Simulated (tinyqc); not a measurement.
Worked calculation: Jacobi rotations on a symmetric matrix. Computed by tinyqc, a small Python program that keeps every step. Settings: method = jacobi. Command: `OMP_NUM_THREADS=1 python tinyqc.py 21095 21096 out.jsonl` (the two numbers bound the seeds that draw the settings). One thread of a shared host (Intel(R) Xeon(R) Processor @ 2.60GHz), about 0.01 s of CPU time with the checks.

## Jacobi rotation 1

A:
```
[[0.59400, 0.37700, -0.19400, 0.06000, -0.05200, -0.14500],
 [0.37700, 1.42500, -0.15200, -0.04700, -0.15000, -0.24800],
 [-0.19400, -0.15200, 2.24500, -0.07100, 0.18100, 0.08500],
 [0.06000, -0.04700, -0.07100, 2.56600, 0.00900, 0.23200],
 [-0.05200, -0.15000, 0.18100, 0.00900, 2.78100, 0.11200],
 [-0.14500, -0.24800, 0.08500, 0.23200, 0.11200, 3.28000]]
```

Take the largest off-diagonal element A_pq; tan 2 theta = 2 A_pq / (A_qq - A_pp) with |theta| <= pi/4; A' = J^T A J with J_pp = J_qq = cos, J_pq = sin, J_qp = -sin.

p, q, theta (rad): [1.00000, 2.00000, 0.36843]

A':
```
[[0.44846, 0.00000, -0.12624, 0.07290, 0.00551, -0.04595],
 [0.00000, 1.57054, -0.21167, -0.02224, -0.15866, -0.28358],
 [-0.12624, -0.21167, 2.24500, -0.07100, 0.18100, 0.08500],
 [0.07290, -0.02224, -0.07100, 2.56600, 0.00900, 0.23200],
 [0.00551, -0.15866, 0.18100, 0.00900, 2.78100, 0.11200],
 [-0.04595, -0.28358, 0.08500, 0.23200, 0.11200, 3.28000]]
```

## Jacobi rotation 2

As before.

p, q, theta (rad): [2.00000, 6.00000, -0.16017]

A':
```
[[0.44846, -0.00733, -0.12624, 0.07290, 0.00551, -0.04536],
 [-0.00733, 1.52473, -0.19540, 0.01505, -0.13877, 0.00000],
 [-0.12624, -0.19540, 2.24500, -0.07100, 0.18100, 0.11767],
 [0.07290, 0.01505, -0.07100, 2.56600, 0.00900, 0.23258],
 [0.00551, -0.13877, 0.18100, 0.00900, 2.78100, 0.13587],
 [-0.04536, 0.00000, 0.11767, 0.23258, 0.13587, 3.32581]]
```

## All rotations

The off-diagonal norm falls at every rotation.

Rotations:
```
step    p    q      theta  off-diagonal norm
1       1    2    0.36843           7.56e-01
2       2    6   -0.16017           6.41e-01
3       4    6    0.27467           5.50e-01
4       2    3   -0.24856           4.76e-01
5       3    5    0.35563           3.72e-01
6       5    6    0.26536           2.99e-01
7       1    3   -0.06463           2.51e-01
8       3    4   -0.28814           2.17e-01
9       2    5   -0.06560           1.77e-01
10      1    4    0.03526           1.43e-01
11      4    5   -0.17722           1.21e-01
...   ...  ...        ...                ...
32      4    6   -0.00016           3.11e-05
33      2    6  -9.66e-06           1.57e-05
34      1    3  -6.22e-06           2.45e-06
35      1    5  -7.12e-07           3.90e-07
36      5    6  -2.59e-07           3.22e-07
37      1    4   7.33e-08           2.39e-07
38      3    4   3.55e-07           1.75e-07
39      2    4  -9.47e-08           1.05e-07
40      2    5   5.40e-08           8.41e-09
41      3    6  -3.83e-09           5.06e-09
42      1    2   3.46e-09           1.56e-10
```

eigenvalues: [0.43623, 1.46909, 2.19687, 2.51977, 2.83324, 3.43581]
